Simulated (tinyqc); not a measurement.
Growth of a silicide layer between metal and silicon: linear-parabolic kinetics, ramp anneals and Kissinger analysis: one step, computed by the program tinyqc.

One compound layer of thickness x grows by diffusion through itself and reaction at an interface, dx/dt = 1/(2x/K + 1/v), until the metal is used up at x = a h.

Question. Ramp anneal. K = K0 exp(-E/(k_B T)), v = v0 exp(-E_v/(k_B T)). Temperatures in kelvin are T(C) + 273.15. Ramp from x = 0 at 100 C at the rate beta: dx/dT = (1/beta)/(2x/K + 1/v), integrated adaptively (tolerance 1e-9) until x = a h at T_f.

Inputs (values chosen for the exercise, modelled on CoSi2):
```
quantity                                 value    unit
prefactor of the parabolic constant K    2e+13  nm^2/s
activation energy E of K                  2.24      eV
prefactor of the interface velocity v  4.8e+13    nm/s
activation energy E_v                     2.46      eV
ramp rate beta                             0.3     C/s
```

final thickness = 221.76 nm

Constants: k_B = 8.617333262e-05 eV/K.

Give: completion temperature T_f.

Answer.

completion temperature T_f = 780.07 C
